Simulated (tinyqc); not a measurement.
Inside a calculation. Model: resistance of a tapered via with liner, size effect and interface.

tinyqc, about 0.01 s, one thread, Intel Xeon 2.30GHz (shared host): `OMP_NUM_THREADS=1 python tinyqc.py 2750123 2750124 out.jsonl` Printed values are rounded.

A round via whose diameter grows from db at the bottom as D(z) = db + 2 z/tan(ang). The fill, of diameter D - 2 tl, starts above the bottom liner (thickness fb tl) and has rho = rho0 (1 + ks lam/(D - 2 tl)); the sidewall liner conducts in parallel with it. The bottom liner and the interface are crossed over the full area pi db^2/4. Spreading in the lines above and below is left out.

Parameters, values chosen for the exercise; fill metal close to molybdenum:
```
symbol,value,unit,meaning
db,11,nm,diameter at the bottom
hv,20,nm,height
ang,86,degrees,sidewall angle
rho0,5.27,uohm cm,bulk resistivity of the fill
lam,11.5,nm,mean free path of the fill
ks,1.5,,size-effect factor
tl,0.1,nm,liner on the sidewall
fb,0.5,,liner at the bottom over that on the sidewall
rl,310,uohm cm,resistivity of the liner
ri,2.4e-12,ohm cm^2,interface resistivity at the bottom
Sb,1.3e15,S/m^2,"ballistic conductance per area, about 3/(4 rho0 lam)"
```

## Slices of the via

Slices between z0 = fb tl and hv, evaluated at their midpoints: conductance per length pi/4 [(D - 2 tl)^2/rho + (D^2 - (D - 2 tl)^2)/rl], slice resistance = slice height over that. 10 slices.

```
slice   z (nm)   D (nm)  rho (uohm cm)  slice resistance (ohm)
0      1.04750  11.1465        13.5747                 2.87298
1      3.04250  11.4255        13.3683                 2.69057
2      5.03750  11.7045        13.1719                 2.52417
3      7.03250  11.9835        12.9848                 2.37201
4      9.02750  12.2625        12.8064                 2.23256
5      11.0225  12.5415        12.6360                 2.10448
6      13.0175  12.8205        12.4731                 1.98662
7      15.0125  13.0996        12.3173                 1.87794
8      17.0075  13.3786        12.1681                 1.77754
9      19.0025  13.6576        12.0251                 1.68463
```

## Total resistance

R_fill = sum of the slices; R_bottom = rl fb tl/(pi db^2/4); R_interface = ri/(pi db^2/4); ballistic (Sharvin) limit 1/(Sb pi (db - 2 tl)^2/4); ideal cylinder rho0 hv/(pi db^2/4).

parts (ohm): fill 22.1235, bottom liner 1.63101, interface 2.52543
R = 26.2799 ohm
shares (%): fill 84.1840, bottom liner 6.2063, interface 9.6097
ballistic limit = 8.39691 ohm
ideal cylinder = 11.0909 ohm

The fill is the largest part, and R is 2.37 times the ideal cylinder. With 2000 slices R = 26.285 ohm.
